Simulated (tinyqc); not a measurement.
Threshold-voltage variability of a planar MOSFET, analytic estimates: two steps of the calculation.

Three independent sources add in quadrature: random dopants in the depleted layer, metal-gate grains of two orientations, and roughness of the two gate edges acting through the roll-off VT = VT(long) - Vr exp(-L/l). These are first-order estimates: no three-dimensional electrostatics, no percolation.

Inputs (values chosen for the exercise); material values close to those of silicon:
- T = 293 K (temperature)
- Eg = 1.13 eV (band gap)
- eps_r = 11.8 (relative permittivity of the semiconductor)
- Nc = 2.64e19 cm^-3 (conduction-band density of states at T)
- Nv = 2.53e19 cm^-3 (valence-band density of states at T)
- Na = 2.3e18 cm^-3 (channel doping)
- ti = 1.1 nm (oxide-equivalent thickness in inversion)
- L = 20 nm (gate length)
- W = 26 nm (gate width)
- Nb = 8388608 (number of cells)
- Y = 0.99 (wanted yield)

Constants: q = 1.602176634e-19 C, kB = 1.380649e-23 J/K, Vt = kB T/q, eps0 = 8.8541878128e-14 F/cm where lengths are in cm. Results are converted to the units shown.

Task 1. Random dopants. ni = sqrt(Nc Nv) exp(-Eg/(2 Vt)), Eg in volts; Cox = 3.9 eps0/ti; Wd = sqrt(4 eps0 eps_r Vt ln(Na/ni)/(q Na)); dopants: s1 = (q/Cox) sqrt(Na Wd/(3 L W)). The slope A1 = s1 sqrt(L W); mean number of dopants Na L W Wd.

Find: Cox; Wd; mean number of dopants; A1; s1.

Result 1.

Cox = 3.139 uF/cm^2
Wd = 23.91 nm
mean number of dopants = 28.59
A1 = 0.6909 mV um
s1 = 30.30 mV

Counting alone, 1/sqrt(N) of the depletion voltage q Na Wd/Cox = 281 mV, would give sqrt(3) times more: dopants deep in the layer act less on the surface.

Task 2. Margin in standard deviations for the wanted yield. Cells fail independently with probability Q(k) = erfc(k/sqrt(2))/2 when the margin is k standard deviations, and Y = exp(-Nb Q(k)). phi = exp(-k^2/2)/sqrt(2 pi). Newton steps on ln Q(k) = ln(-ln(Y)/Nb): k(new) = k + [ln Q - ln(-ln(Y)/Nb)] Q/phi.

k at the start = 2

Wanted: Q(k); phi; k after iteration 1.

Result 2.

Q(k) = 0.022750
phi = 0.053991
k after iteration 1 = 9.0619

Computed by the program tinyqc: `OMP_NUM_THREADS=1 python tinyqc.py 2090152 2090153 out.jsonl`, one thread of a shared Intel Xeon 2.30GHz, about 0.01 s for the whole run.
